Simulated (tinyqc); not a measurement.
Thermoelectric coefficients with energy filtering, Landauer integrals: two steps of the calculation.

Bulk parabolic band, x = (E - Ec)/kB T, C = hbar^2/(2 m0), kB T in eV. Modes per area gv m kB T x/(4 pi C) times the back-scattering length l0 x^rr give the transport function s0 X(x), s0 = (2 q^2/h) gv m kB T l0/(4 pi C), X = x^(1 + rr), multiplied by tb for x < xb. I_k = int X (x - eta)^k w dx, w = 1/(4 cosh^2((x - eta)/2)).

Values chosen for this exercise: temperature T = 700 K; mass of one valley m = 1.1 m0; valleys gv = 2; back-scattering length at x = 1 l0 = 1.3 nm; energy exponent of that length rr = 0.5; lattice thermal conductivity kL = 0.53 W/(m K); reduced Fermi level (EF - Ec)/kB T eta = 2.6.

Constants: q = 1.602176634e-19 C, kB = 1.380649e-23 J/K, hbar = 1.054571817e-34 J s, h = 6.62607015e-34 J s, m0 = 9.1093837015e-31 kg, Vt = kB T/q, hbar^2/(2 m0) = 0.0380998212 eV nm^2. Results are converted to the units shown.

Problem 1. Coefficients of the electrons. sigma = s0 I_0, S = -(kB/q) I_1/I_0, Lorenz number L = (kB/q)^2 [I_2/I_0 - (I_1/I_0)^2], kappa_e = L sigma T.

converged I_0, I_1, I_2: [2.8295532, 7.1487591, 23.711977]

Give: s0; sigma; S; L; kappa_e.

Solution 1.

s0 = 279.19 S/cm
sigma = 789.98 S/cm
S = -217.71 uV/K
L = 1.4830 x 1e-8 V^2/K^2
kappa_e = 0.82009 W/(m K)

L is 39 % below the Sommerfeld value (pi^2/3)(kB/q)^2 = 2.443e-8 V^2/K^2.

Problem 2. Power factor and figure of merit. Power factor S^2 sigma, ZT = S^2 sigma T/(kappa_e + kL).

sigma = 789.98125 S/cm
S = -217.71366 uV/K
kappa_e = 0.82008890 W/(m K)

Give: power factor; ZT; electronic share of kappa.

Solution 2.

power factor = 3.7445 mW/(m K^2)
ZT = 1.9414
electronic share of kappa = 60.743 %

Range of the model: Parabolic bands, elastic scattering and a fixed kL make these model figures, not those of a material.

Numbers from tinyqc (`OMP_NUM_THREADS=1 python tinyqc.py 2800029 2800030 out.jsonl`; about 0.02 s on one thread of a shared Intel Xeon 2.30GHz).
